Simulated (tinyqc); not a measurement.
Weakening the contact bond: metal-induced gap states at the contact of a metal chain and a two-band chain.

The semiconductor alternates sites A at -Eg/2 and C at +Eg/2 with hopping -t; the gap runs from -Eg/2 to Eg/2. In the gap cosh(q a) = 1 + (Eg^2/4 - E^2)/(2 t^2) and the amplitude changes by -exp(-q a) a period. The metal has site energy 0 and hopping -tm; its end site has g_m = (E - i sqrt(4 tm^2 - E^2))/(2 tm^2). Sites 1, 2, ... count into the semiconductor, with energies e1, e2 alternating. The clean half chain has g1 = 1/(E - e1 - t^2 g2), g2 = 1/(E - e2 - t^2 g1), decaying root. With the contact G11 = 1/(1/g1 - tc^2 g_m), and the density on site j is -Im G_jj/pi = |psi_j/psi_1|^2 (-Im G11/pi), per spin, with psi_2/psi_1 = -t g2, psi_3/psi_2 = -t g1.

Constants: e^2/(4 pi eps0) = 14.39964547 eV angstrom.

Parameters, chosen for this exercise (gap and optical dielectric constant near those of GaAs; the chain itself is a model; not measured data):

| symbol | value | unit | meaning |
|---|---|---|---|
| Eg | 1.5 | eV | gap |
| t | 2.03 | eV | hopping in the semiconductor |
| tm | 1.62 | eV | hopping in the metal |
| end | A |  | site that touches the metal |
| a | 4 | angstrom | period (two sites); one chain for each area a^2 |
| eps | 11 |  | dielectric constant |
| E | 0.32 | eV | energy from mid-gap |

At the given E, tc is varied, as by a thin spacer. xi = 1/(2q), N = 2 (summed density)/a^2, S = 1/(1 + 4 pi e^2 N xi/eps) with xi and eps kept.

Against tc:

| tc (eV) | D1 (1/eV) | summed density (1/eV) | S |
|---|---|---|---|
| 0.10 | 0.00014 | 0.00078 | 0.9904 |
| 0.25 | 0.00086 | 0.00491 | 0.9428 |
| 0.50 | 0.00344 | 0.01972 | 0.8040 |
| 0.80 | 0.00884 | 0.05064 | 0.6149 |
| 1.20 | 0.01952 | 0.11185 | 0.4196 |
| 1.80 | 0.03769 | 0.21602 | 0.2724 |
| 2.50 | 0.04646 | 0.26626 | 0.2330 |
| 3.50 | 0.03638 | 0.20851 | 0.2795 |

What can be read from this table?

For a weak bond the density goes as tc^2 (ratio 6.26 between 0.25 and 0.1 eV, against 6.25). It is largest at tc = 2.5 eV among these rows and falls beyond, as the first site pairs off with the metal. S is 0.990 at 0.1 eV and has its least value, 0.233, in that row.

Program tinyqc; command `OMP_NUM_THREADS=1 python tinyqc.py 1481407 1481408 out.jsonl`; about 0.01 s on one thread of a shared Intel(R) Xeon(R) Processor @ 2.30GHz.
